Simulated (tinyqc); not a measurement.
# Self-heating of a transistor with one or more fingers, with temperature-dependent conductivity, step by step

A worked calculation. Computed by tinyqc, a small Python program that keeps every step. Command: `OMP_NUM_THREADS=1 python tinyqc.py 3031545 3031546 out.jsonl selfheat walk`. One thread of a shared host (Intel(R) Xeon(R) Processor @ 2.30GHz), about 0.07 s of CPU time with the checks. Intermediate numbers are printed to about 6 digits and carried at full precision; extremes and crossings named in words are read from the listed rows.

N long parallel fingers lie on the top face of a slab whose bottom is held at T_0; the top is otherwise insulated, and heat flows in two dimensions. P in W/mm is 1000 P in W/m.

Inputs (values chosen for the exercise, modelled on silicon): conductivity at the base temperature kappa_0 = 111 W/(m K); exponent m in kappa ~ T^-m = 1.31; base temperature T_0 = 358 K; power per gate width P = 2.4 W/mm; fingers N = 2; finger pitch s = 42 micrometre; width of the heat source w = 0.16 micrometre; substrate thickness t = 130 micrometre; phonon free path Lambda = 100 nm; heat capacity C = 1.57 1e6 J/(m^3 K); pulse length = 0.12 microsecond; power coefficient beta = 0.69 1e-3/K.

Power: power rises with temperature.

## Geometry factors

A line source of power P on the top face raises the top at distance x by (P/(pi kappa_0)) g(x), g(x) = -ln tanh(pi x/(4 t)) (the image sum for the slab). On a strip of width w the centre sees the mean of g over the strip, g_0 = 1 + ln(8 t/(pi w)) for w much below t.

own factor g_0 = 8.63483

g(j s), j = 1..7: [1.39257, 0.75932, 0.44348, 0.26421, 0.15847, 0.09527, 0.05733]

## Linear temperature rise of each finger

theta_i = (P/(pi kappa_0)) [g_0 + sum over j != i of g(|i - j| s)], with equal powers and constant conductivity; thermal resistance = largest theta/P.

theta of each finger (K): [69.0124, 69.0124]

largest theta = 69.0124 K

thermal resistance = 28.7551 K mm/W

Caution: the source is narrower than two phonon free paths, so the Fourier result understates the rise at the source.

## Correction for the falling conductivity

Kirchhoff transformation for kappa = kappa_0 (T/T_0)^-m: T = T_0 [1 - (m - 1) theta/T_0]^(-1/(m - 1)), where theta is the linear rise. The bracket vanishes at the power P T_0/((m - 1) theta).

peak temperature = 436.726 K

true rise = 78.7256 K

true rise / linear rise = 1.14075

power at which the formula diverges = 40.1611 W/mm

The falling conductivity adds 14.1 % to the rise.

## Extra rise from ballistic phonons

Near a source smaller than the free path, Fourier's law overstates the flow. Rough estimate: a strip that emits phonons into a half space adds a resistance times area of 4 Lambda/(3 kappa_0), from the ballistic flux C v Delta T/4 with kappa_0 = C v Lambda/3, so Delta T_b = 4 Lambda P/(3 kappa_0 w); Knudsen number Lambda/w.

Knudsen number = 0.625

ballistic rise Delta T_b = 18.0180 K

Delta T_b / largest theta = 0.261084

The ballistic term is a large share: this rough estimate calls for a transport calculation.

## Electrothermal feedback

The power follows P [1 + beta (T - T_0)] with T the peak temperature, for all fingers alike. Start at T_0 and repeat; stop when T changes by less than 1e-6 K, after 50 steps, or when the bracket falls below 0.05.

Iterations:
```
step  power (W/mm)    T (K)   change (K)
1          2.40000  436.726  7.87256e+01
2          2.53037  441.625  4.89953e+00
3          2.53848  441.932  3.07299e-01
4          2.53899  441.952  1.92832e-02
5          2.53902  441.953  1.21007e-03
6          2.53903  441.953  7.59351e-05
7          2.53903  441.953  4.76512e-06
8          2.53903  441.953  2.99024e-07
```

converged (1 yes, 0 no) = 1

peak temperature with feedback = 441.953 K

Converged in 8 steps; feedback adds 5.2 K.

## Rise at the end of a pulse

After switching on, theta(tau) = (P D/kappa_0) int_0^tau X(u) Z(u) du at the hottest finger, D = kappa_0/C; X = sum over fingers at distance x of [erf((x + w/2)/r) - erf((x - w/2)/r)]/(2 w), Z = sum_(j=-200..200) (-1)^j exp(-(2 j t/r)^2)/sqrt(pi D u), r = 2 sqrt(D u); trapezoid rule on 300 points evenly spaced in ln u from u_0 = 1e-3 min(tau, w^2/D) to tau, plus the exact piece 2 sqrt(u_0/(pi D))/w below u_0. Conductivity and power are held at their base values here, and Fourier's law is used even where the diffusion length is near a phonon free path.

diffusivity D = 70.7006 micrometre^2/microsecond

diffusion length sqrt(D tau) = 2.91274 micrometre

linear rise after the pulse = 34.408 K

share of the steady rise = 0.4986

## Rise against time

The formulas are those given above.

Heating curve:
```
time (microsecond)  sqrt(D time) (micrometre)  rise (K)  share of the steady rise
2.40e-04                             0.130262    13.129                    0.1902
0.0024                               0.411924    20.956                    0.3037
0.024                                 1.30262     28.87                    0.4183
0.24                                  4.11924    36.793                    0.5331
2.4                                   13.0262    44.792                     0.649
12                                    29.1274    52.101                     0.755
48                                    58.2549    60.479                    0.8764
140                                   99.4891    66.595                     0.965
360                                   159.538    68.836                    0.9974
```

Half the steady rise is reached between 0.024 and 0.24 microseconds, and the last row holds 99.7 % of it; the slowest time constant is 4 t^2/(pi^2 D) = 96.9 microseconds. While the diffusion length lies between w and the pitch or thickness, the rise grows as the logarithm of time; once it nears the pitch of 42 micrometre the neighbours add their heat.

Checks made by the program: g(s) against the alternating image sum (relative difference 9e-07); Kirchhoff integral of kappa/kappa_0 from T_0 to T (relative difference below 1e-10); long-time limit against the steady rise (relative difference 1e-05).
